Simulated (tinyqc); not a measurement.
What each parameter does: Shockley state of an s-p chain by decimation.

Each site has s at -d/2 and p at +d/2: H0 = diag(-d/2, d/2). The block to the next site on the right is H1 = [[-ts, u], [-u, tp]] (rows s, p of site n; columns s, p of site n + 1). Bulk: H(k) = [[-d/2 - 2 ts cos k, 2i u sin k], [-2i u sin k, d/2 + 2 tp cos k]]. The bands are inverted at k = pi if d < 2 (ts + tp).

Decimation (Sancho-Rubio) at z = E + i eta: start with es = e = H0, A = H1, B = H1^T. Each round forms g = (z - e)^-1 and sets es += A g B, e += A g B + B g A, A = A g A, B = B g B, doubling the length covered. Stop when all |A| < 1e-10. Surface G = (z - es)^-1, bulk G = (z - e)^-1; densities -Im tr G/pi.

Values chosen for the exercise: d = 2 eV (Ep - Es); ts = 1.33 eV (s-s hopping); tp = 1.22 eV (p-p hopping); u = 0.99 eV (s-p hopping); E = 0.39 eV (energy); eta = 0.02 eV (broadening).

Gap edges from 201 k points between 0 and pi, and the surface density at E by decimation.

One parameter was then changed.

Results before and after:

| case | top of lower band (eV) | bottom of upper band (eV) | surface density (1/eV) |
|---|---|---|---|
| base | -1.4400 | 1.6549 | 0.0455 |
| changed | -1.3400 | 1.5600 | 0.0450 |

Which of these changes was made? (a) ts = 1.463 eV; (b) u = 1.089 eV; (c) d = 2.2 eV; (d) eta = 0.04 eV; (e) tp = 1.342 eV.

Answer: (c) d = 2.2 eV. Of the candidates, run in turn, only this one gives the changed row.

All candidates:

| case | top of lower band (eV) | bottom of upper band (eV) | surface density (1/eV) |
|---|---|---|---|
| base | -1.4400 | 1.6549 | 0.0455 |
| d = 2.2 eV | -1.3400 | 1.5600 | 0.0450 |
| ts = 1.463 eV | -1.4368 | 1.8345 | 0.0610 |
| tp = 1.342 eV | -1.6539 | 1.6340 | 0.0358 |
| u = 1.089 eV | -1.4400 | 1.6600 | 0.0458 |
| eta = 0.04 eV | -1.4400 | 1.6549 | 0.0902 |

The base chain is inverted, so a surface state lies in the gap; E lies in the gap.

tinyqc: `OMP_NUM_THREADS=1 python tinyqc.py 1480373 1480374 out.jsonl`; about 0.3 s, one thread, shared Intel(R) Xeon(R) Processor @ 2.30GHz.
